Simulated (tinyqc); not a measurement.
Worked calculation: sp3 tight binding, zinc-blende lattice. Computed by tinyqc, a small Python program that keeps every step. Command: `OMP_NUM_THREADS=1 python tinyqc.py 31239 31240 out.jsonl` (the two numbers bound the seeds that draw the settings). One thread of a shared host (Intel(R) Xeon(R) Processor @ 2.60GHz), about 0.01 s of CPU time with the checks.

## Bloch Hamiltonian at k

Parameters chosen for this model: zinc-blende lattice, anion at 0, cation at a/4 (1,1,1); V = eta hbar^2 / (m d^2), hbar^2/m = 7.619964 eV angstrom^2:
```
parameter          value      unit
a               6.190000  angstrom
d               2.680349  angstrom
Es anion      -12.580000        eV
Ep anion       -7.830000        eV
Es cation     -12.580000        eV
Ep cation      -7.830000        eV
eta ss         -1.320000
eta sp          1.420000
eta pp sigma    2.220000
eta pp pi      -0.630000
V ss           -1.400052        eV
V sp            1.506117        eV
V pp sigma      2.354634        eV
V pp pi        -0.668207        eV
```

k point k (2 pi / a): [0.740000, -0.030000, -0.790000]

Slater-Koster rules over the four bonds with direction cosines (l, m, n): ss V_ss; s-px l V_sp; px-s -l V_sp; px-px l^2 V_pps + (1 - l^2) V_ppp; px-py l m (V_pps - V_ppp); each times exp(i k.d).

H(k) at k (eV), order a s, a px, a py, a pz, c s, c px, c py, c pz:
$$\begin{pmatrix}
-12.580000 & 0.000000 & 0.000000 & 0.000000 & -0.719629+0.229056i & -0.061563+1.032848i & 3.016703-0.021078i & 0.048708-1.305444i \\
0.000000 & -7.830000 & 0.000000 & 0.000000 & 0.061563-1.032848i & 0.174455-0.055529i & 0.056441-1.512705i & 3.495654-0.024424i \\
0.000000 & 0.000000 & -7.830000 & 0.000000 & -3.016703+0.021078i & 0.056441-1.512705i & 0.174455-0.055529i & -0.071337+1.196830i \\
0.000000 & 0.000000 & 0.000000 & -7.830000 & -0.048708+1.305444i & 3.495654-0.024424i & -0.071337+1.196830i & 0.174455-0.055529i \\
-0.719629-0.229056i & 0.061563+1.032848i & -3.016703-0.021078i & -0.048708-1.305444i & -12.580000 & 0.000000 & 0.000000 & 0.000000 \\
-0.061563-1.032848i & 0.174455+0.055529i & 0.056441+1.512705i & 3.495654+0.024424i & 0.000000 & -7.830000 & 0.000000 & 0.000000 \\
3.016703+0.021078i & 0.056441+1.512705i & 0.174455+0.055529i & -0.071337-1.196830i & 0.000000 & 0.000000 & -7.830000 & 0.000000 \\
0.048708+1.305444i & 3.495654+0.024424i & -0.071337-1.196830i & 0.174455+0.055529i & 0.000000 & 0.000000 & 0.000000 & -7.830000
\end{pmatrix}$$

## Levels at k

Diagonalise the Hermitian matrix.

eigenvalues (eV): [-14.873806, -14.004078, -12.044275, -11.515526, -6.389384, -5.576741, -4.143819, -3.592373]

weights |c|^2 of the basis functions, order a s, a px, a py, a pz, c s, c px, c py, c pz:
$$\begin{pmatrix}
0.416224 & 0.356636 & 0.002187 & 0.000040 & 0.141676 & 0.082517 & 0.000030 & 0.000690 \\
0.010444 & 0.013301 & 0.201513 & 0.256069 & 0.018749 & 0.027016 & 0.259726 & 0.213182 \\
0.057645 & 0.110995 & 0.107227 & 0.001676 & 0.303036 & 0.334106 & 0.002768 & 0.082547 \\
0.015687 & 0.019068 & 0.189073 & 0.242215 & 0.036540 & 0.056360 & 0.237476 & 0.203582 \\
0.416224 & 0.356636 & 0.002187 & 0.000040 & 0.141676 & 0.082517 & 0.000030 & 0.000690 \\
0.010444 & 0.013301 & 0.201513 & 0.256069 & 0.018749 & 0.027016 & 0.259726 & 0.213182 \\
0.057645 & 0.110995 & 0.107227 & 0.001676 & 0.303036 & 0.334106 & 0.002768 & 0.082547 \\
0.015687 & 0.019068 & 0.189073 & 0.242215 & 0.036540 & 0.056360 & 0.237476 & 0.203582
\end{pmatrix}$$

## Bloch Hamiltonian at G

k point G (2 pi / a): [0, 0, 0]

As before.

H(k) at G (eV), order a s, a px, a py, a pz, c s, c px, c py, c pz:
$$\begin{pmatrix}
-12.580000 & 0.000000 & 0.000000 & 0.000000 & -5.600209 & 0.000000 & 0.000000 & 0.000000 \\
0.000000 & -7.830000 & 0.000000 & 0.000000 & 0.000000 & 1.357627 & 0.000000 & 0.000000 \\
0.000000 & 0.000000 & -7.830000 & 0.000000 & 0.000000 & 0.000000 & 1.357627 & 0.000000 \\
0.000000 & 0.000000 & 0.000000 & -7.830000 & 0.000000 & 0.000000 & 0.000000 & 1.357627 \\
-5.600209 & 0.000000 & 0.000000 & 0.000000 & -12.580000 & 0.000000 & 0.000000 & 0.000000 \\
0.000000 & 1.357627 & 0.000000 & 0.000000 & 0.000000 & -7.830000 & 0.000000 & 0.000000 \\
0.000000 & 0.000000 & 1.357627 & 0.000000 & 0.000000 & 0.000000 & -7.830000 & 0.000000 \\
0.000000 & 0.000000 & 0.000000 & 1.357627 & 0.000000 & 0.000000 & 0.000000 & -7.830000
\end{pmatrix}$$

## Levels at G

As before.

eigenvalues (eV): [-18.180209, -9.187627, -9.187627, -9.187627, -6.979791, -6.472373, -6.472373, -6.472373]

## Bands along a path

The same steps at evenly spaced points between the labelled ones.

Bands along the path (eV):
```
k             band 1      band 2      band 3      band 4     band 5     band 6     band 7     band 8
L         -16.157038  -13.573465  -10.524040  -10.524040  -7.388071  -5.135960  -5.135960  -3.701426
L-G 0.20  -16.492231  -13.113698  -10.426304  -10.426304  -7.334113  -5.233696  -5.233696  -3.879958
L-G 0.40  -17.116513  -12.113538  -10.151017  -10.151017  -7.195315  -5.508983  -5.508983  -4.394634
L-G 0.60  -17.678389  -10.934308   -9.757144   -9.757144  -7.031744  -5.902856  -5.902856  -5.175559
L-G 0.80  -18.050736   -9.792197   -9.366297   -9.366297  -6.930238  -6.293703  -6.293703  -6.046830
G         -18.180209   -9.187627   -9.187627   -9.187627  -6.979791  -6.472373  -6.472373  -6.472373
G-X 0.20  -18.006853   -9.623979   -9.623979   -9.611246  -6.763818  -6.438083  -6.036021  -6.036021
G-X 0.40  -17.498860  -10.579998  -10.441267  -10.441267  -6.397681  -6.343461  -5.218733  -5.218733
G-X 0.60  -16.691465  -11.791382  -11.186932  -11.186932  -6.212262  -6.124890  -4.473068  -4.473068
G-X 0.80  -15.640224  -13.103735  -11.686079  -11.686079  -6.080806  -5.995235  -3.973921  -3.973921
X         -14.416733  -14.416733  -11.860454  -11.860454  -5.993267  -5.993267  -3.799546  -3.799546
X-W 0.20  -14.416733  -14.416733  -11.860454  -11.860454  -5.993267  -5.993267  -3.799546  -3.799546
X-W 0.40  -14.416733  -14.416733  -11.860454  -11.860454  -5.993267  -5.993267  -3.799546  -3.799546
X-W 0.60  -14.416733  -14.416733  -11.860454  -11.860454  -5.993267  -5.993267  -3.799546  -3.799546
X-W 0.80  -14.416733  -14.416733  -11.860454  -11.860454  -5.993267  -5.993267  -3.799546  -3.799546
W         -14.416733  -14.416733  -11.860454  -11.860454  -5.993267  -5.993267  -3.799546  -3.799546
```

With 4 band(s) filled, the highest filled level on these points lies at G and the lowest empty one at L: a gap of 1.7996 eV, indirect.
